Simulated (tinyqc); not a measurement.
Composition of the buffer: band edges of strained Si(1-x)Ge(x) on relaxed Si(1-y)Ge(y).

Values are linear in the Ge fraction but for ED(x) = linear - CD x (1 - x) and a(x) = linear - Ca x (1 - x). Energies are on the common scale of Ev.

Coherent growth on a (111) face: e_par = (a(y) - a(x))/a(x), e_perp = -(2 C11 + 4 C12 - 4 C44)/(C11 + 2 C12 + 4 C44) e_par; exx = eyy = ezz = (2 e_par + e_perp)/3 and exy = eyz = ezx = (e_perp - e_par)/3.

A valley with unit axis u lies at Ev + gap + (av + a_valley) tr(e) + Xu (u.e.u - tr(e)/3); the Delta axes are x, y, z and the L axes [111], [1-1-1], [-11-1], [-1-11]. The second-order shift of the Delta valleys under shear is left out; it lowers the pair normal to the sheared plane by tens of meV at a shear of 1 %.

Valence edges: Ev plus the levels of the 6 x 6 matrix of X, Y, Z times spin with -Dso/3 + l exx + m (eyy + ezz) on the diagonal (cyclic), n exy off it, l = av + 2 b, m = av - b, n = sqrt(3) d. Spin-orbit term (Dso/3) L.sigma on X, Y, Z with (L_k)_ij = -i epsilon_kij: <X+|H|Y+> = -i Dso/3, <X+|H|Z-> = Dso/3, <Y+|H|Z-> = -i Dso/3, <Z+|H|X-> = -Dso/3, <Z+|H|Y-> = i Dso/3, <X-|H|Y-> = i Dso/3, and their conjugates; + and - are the spin along z.

Values chosen for the exercise (end members near Si and Ge, in this order; not measured data):
- a = (5.429, 5.652) angstrom (lattice constant)
- Dso = (0.044, 0.294) eV (spin-orbit splitting)
- av = (2.44, 1.25) eV (valence hydrostatic potential)
- b = (-2.08, -2.56) eV (tetragonal shear potential)
- d = (-4.85, -5.23) eV (trigonal shear potential)
- C11 = (165.5, 129.3) GPa
- C12 = (63.6, 47.8) GPa
- C44 = (79.1, 66.7) GPa
- Ev = (0, 0.67) eV (top of the unstrained valence band)
- ED = (1.145, 0.931) eV (gap to the Delta valleys)
- EL = (2.018, 0.752) eV (gap to the L valleys)
- aD = (1.89, 1.3) eV (hydrostatic potential of the Delta gap)
- aL = (-3.06, -2.54) eV (hydrostatic potential of the L gap)
- XuD = (9.31, 9.08) eV (uniaxial potential, Delta)
- XuL = (16.4, 14.62) eV (uniaxial potential, L)
- CD = 0.206 eV (bowing of the Delta gap)
- Ca = 0.027 angstrom (bowing of the lattice constant)
- face = 111 (growth face)
- x = 0.46 (Ge fraction of the layer)

The layer is kept. dEc = Ec(buffer) - Ec(layer), dEv = Ev(layer) - Ev(buffer); buffer edges Ev(y) and Ev(y) + min(ED, EL). The digit behind Delta or L counts whole valleys.

Results:

| y | e_par (%) | lowest valleys | gap (eV) | next valleys above (meV) | valence splitting (meV) | dEc (eV) | dEv (eV) |
|---|---|---|---|---|---|---|---|
| 0.00 | -1.74 | Delta6 | 0.880 | 478 | 76 | -0.062 | 0.327 |
| 0.14 | -1.23 | Delta6 | 0.913 | 467 | 65 | -0.051 | 0.228 |
| 0.29 | -0.67 | Delta6 | 0.951 | 455 | 44 | -0.032 | 0.121 |
| 0.57 | 0.45 | Delta6 | 0.985 | 343 | 40 | 0.026 | -0.038 |
| 0.71 | 1.03 | Delta6 | 0.963 | 217 | 101 | 0.065 | -0.078 |
| 0.86 | 1.68 | Delta6 | 0.934 | 76 | 173 | 0.108 | -0.113 |
| 1.00 | 2.30 | L1 | 0.843 | 60 | 246 | 0.050 | -0.141 |

Give the missing row, y = 0.43.

Computed row:
```
y     e_par (%)  lowest valleys  gap (eV)  next valleys above (meV)  valence splitting (meV)  dEc (eV)  dEv (eV)
0.43      -0.12          Delta6     0.987                       443                        9    -0.006     0.021
```

The gap is 0.880 eV in the first row and 0.843 eV in the last, with its largest listed value, 0.987 eV, at y = 0.43: it peaks near the match y = x, since strain of either sign narrows it. The lowest valleys change: Delta6 to L1 between y = 0.86 and 1.00. Per 0.1 of y the valence offset moves by -47 meV on average; the conduction offset lies between -62 and +108 meV, not monotonically. Electrons and holes sit on opposite sides in every row (type II). Offsets below about 30 meV are within the spread of parameter sets, so those rows do not settle the type. Strains above 2 % can be kept only in layers of a few nanometres.

tinyqc: `OMP_NUM_THREADS=1 python tinyqc.py 1050315 1050316 out.jsonl`; about 0.01 s, one thread, shared Intel(R) Xeon(R) Processor @ 2.30GHz.
